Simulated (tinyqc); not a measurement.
Inside a calculation. Model: sputter depth profiling of a dopant layer: erosion rate, quantification and the mixing-roughness response. Computed by tinyqc, a small Python program that keeps every step. Command: `OMP_NUM_THREADS=1 python tinyqc.py 3000276 3000277 out.jsonl sims walk`. One thread of a shared host (Intel(R) Xeon(R) Processor @ 2.30GHz), about 0.05 s of CPU time with the checks. Intermediate numbers are printed to about 5 digits and carried at full precision; extremes and crossings named in words are read from the listed rows.

A rastered ion beam erodes silicon (49.94 atoms per nm^3). The measured profile is the true one convolved with a depth response.

Inputs (values chosen for the exercise, modelled on a dopant in silicon under an oxygen or caesium beam):
```
quantity                               value    unit
beam energy E                           0.52     keV
beam current                             290      nA
raster side                              400      um
sputter yield at 1 keV                  0.62       -
mixing length at 1 keV                   1.8      nm
roughness sigma                            1      nm
depth of the top edge z0                  53      nm
box width b                              1.7      nm
box concentration C                  2.5e+20  1/cm^3
relative sensitivity factor RSF      1.4e+21  1/cm^3
matrix count rate                     530000     1/s
background count rate                    1.7     1/s
counting time per point                    2       s
level that defines the junction C_B    4e+17  1/cm^3
```

True profile: box.

Constants: e = 1.602176634e-19 C.

## Erosion and sensitivity

Scaling chosen for the exercise: yield Y = Y1 E^0.5, mixing length w = w1 E^0.5 (E in keV). Erosion rate = Y I/(e x raster^2 x density); depth step = rate x counting time; concentration = RSF x counts/matrix counts; detection limit = RSF x 3 sqrt(background x time)/(matrix rate x time).

yield Y = 0.44709

mixing length w = 1.2980 nm

erosion rate = 0.10128 nm/s

depth step = 0.20255 nm

detection limit = 7.3061e+15 1/cm^3

Caution: with so few background counts Poisson statistics, not 3 sqrt(N), set the true limit.

## Measured shape

Mixing alone turns a layer at z0 into (1/w) exp(-(z - z0 + w)/w) for z > z0 - w; roughness adds a Gaussian of width sigma. With x = z - z0 + w: g(x) = (1/(2w)) exp(sigma^2/(2 w^2) - x/w) erfc((sigma/w - x/sigma)/sqrt2), and its integral G(x) = (1/2) erfc(-x/(sigma sqrt2)) - w g(x). Measured: C [G(x) - G(x - b)]. Find the maximum, the full width at half maximum and the deep point where the profile falls to C_B; far down, the trailing edge decays by w ln(10) per decade.

depth of the maximum = 53.410 nm

peak concentration = 1.1326e+20 1/cm^3

full width at half maximum = 3.3626 nm

apparent junction depth = 61.735 nm

trailing slope = 2.9888 nm/decade

The true deep edge lies at 54.7 nm, so the junction appears 7.04 nm too deep. The peak reaches 45.3 % of the true concentration.

## Moments

Convolution adds means and variances: the response has mean 0 (shift -w plus exponential mean w) and variance w^2 + sigma^2; a box adds the mean b/2 and the variance b^2/12.

centroid = 53.85 nm

standard deviation = 1.7104 nm

maximum minus centroid = -0.44013 nm

The centroid stays at the true position while the maximum lies nearer the surface, so depth is read from the centroid.

## Points of the profile

Counts = concentration x matrix rate x time/RSF + background x time; relative noise 1/sqrt(counts). Depths are z0 - w + k (w + sigma), k = -0.5, 0, 0.5, 1, 2, 3, 5, 8, 12.

Profile:
```
k     z (nm)  measured (1/cm^3)      counts  relative noise
-0.5  50.553         8.8269e+18  6.6866e+03         0.01223
0.0   51.702         4.8089e+19  3.6413e+04         0.00524
0.5   52.851         1.0402e+20  7.8764e+04         0.00356
1.0   54.000         1.0396e+20  7.8719e+04         0.00356
2.0   56.298         2.6245e+19  1.9874e+04         0.00709
3.0   58.596         4.4912e+18  3.4039e+03         0.01714
5.0   63.192         1.3020e+17  1.0198e+02         0.09903
8.0   70.086         6.4261e+14  3.8866e+00         0.50725
12.0  79.278         5.4003e+11  3.4004e+00         0.54229
```

## Beam energy: resolution against speed

Width = full width at half maximum; the apparent junction is the deep point where the profile falls to C_B; time to profile to twice z0 = 2 z0/erosion rate, at fixed current.

Measured values:
```
E (keV)  w (nm)  peak (1/cm^3)  width (nm)  apparent junction (nm)  time (min)
0.15     0.6971     1.3320e+20      2.9612                  59.144      32.479
0.25     0.9000     1.2607e+20      3.0941                  60.002      25.158
0.50     1.2728     1.1401e+20      3.3454                  61.626      17.789
1.00     1.8000     9.9834e+19      3.7075                  63.879      12.579
2.00     2.5456     8.4594e+19      4.2294                  66.908       8.895
4.00     3.6000     6.9468e+19      4.9834                  70.897       6.289
8.00     5.0912     5.5449e+19      6.0632                  76.072       4.447
```

From the highest to the lowest energy the width goes from 6.06 to 2.96 nm, towards the floor set by roughness and the box width 1.7 nm, and the junction error from 21.4 to 4.44 nm, at 7.3 times the time. Extrapolating the tail slope to zero energy separates mixing from real diffusion. Caution: the surface transient, segregation under the beam and the growth of roughness with depth are left out, and real yields fall faster near the sputter threshold.

Checks made by the program: dose under the measured profile (relative difference below 1e-10).
